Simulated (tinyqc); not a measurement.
## MESFET, gradual channel with velocity saturation: depletion, velocity and field along the channel

A uniformly doped n-type channel, depleted from the top by a Schottky gate; at channel potential V the depleted share of a is u = sqrt((Vbi - Vg + V)/Vp), s at the source. Electrons drift with v = mu E/(1 + mu E/vsat). Abrupt depletion edge, no series resistance, source at 0.

Vbi = phiB - Vt ln(Nc/Nd); Vp = q Nd a^2/(2 eps0 eps_r); G0 = q mu Nd a W/L; Z = mu Vp/(vsat L); s = sqrt((Vbi - Vg)/Vp). I = (G0 Vp/3) F/(1 + Z (u^2 - s^2)), F = 3 (u^2 - s^2) - 2 (u^3 - s^3), with u at V = Vd; Z = 0 gives constant mobility, for which u stops at 1. At channel potential V: y/L = (G0 Vp/3) F(u)/I - Z V/Vp, v = vsat I Z/(G0 Vp (1 - u)), E = (vsat/mu) w/(1 - w) with w = v/vsat.

Inputs (values chosen for the exercise); material values those of a made-up semiconductor:
```
symbol    value        unit                                     meaning
T           300           K                                 temperature
eps_r      13.5              relative permittivity of the semiconductor
Nc      5.28e17       cm^-3      conduction-band density of states at T
Nd       2.8e17       cm^-3                donor density of the channel
a           120          nm                           channel thickness
mu         3900  cm^2/(V s)           low-field mobility at this doping
vsat      7.3e6        cm/s                         saturation velocity
L           0.3          um                                 gate length
W           300          um                                  gate width
phiB       0.81           V                            Schottky barrier
Vg            0           V                                gate voltage
Vd         0.29           V                               drain voltage
```

Constants: q = 1.602176634e-19 C, kB = 1.380649e-23 J/K, Vt = kB T/q, eps0 = 8.8541878128e-14 F/cm where lengths are in cm. Results are converted to the units shown.

Along the channel:

| V (V) | u | y/L | v (cm/s) | E (kV/cm) |
|---|---|---|---|---|
| 0 | 0.5419 | 0.000 | 5.490e6 | 5.679 |
| 0.0483 | 0.5582 | 0.263 | 5.692e6 | 6.627 |
| 0.0967 | 0.5740 | 0.487 | 5.904e6 | 7.914 |
| 0.145 | 0.5894 | 0.671 | 6.125e6 | 9.753 |
| 0.1933 | 0.6043 | 0.817 | 6.356e6 | 12.61 |
| 0.2417 | 0.6190 | 0.927 | 6.601e6 | 17.66 |
| 0.29 | 0.6333 | 1.000 | 6.857e6 | 29.01 |

From source to drain the open share 1 - u falls from 0.458 to 0.367, so the velocity rises by a factor of 1.25, to 0.939 vsat, and the field by 5.11. Half of Vd drops over the last 33 % of the gate length.

Program tinyqc, `OMP_NUM_THREADS=1 python tinyqc.py 2500054 2500055 out.jsonl`; Intel Xeon 2.30GHz, shared host, one thread, about 0.04 s.
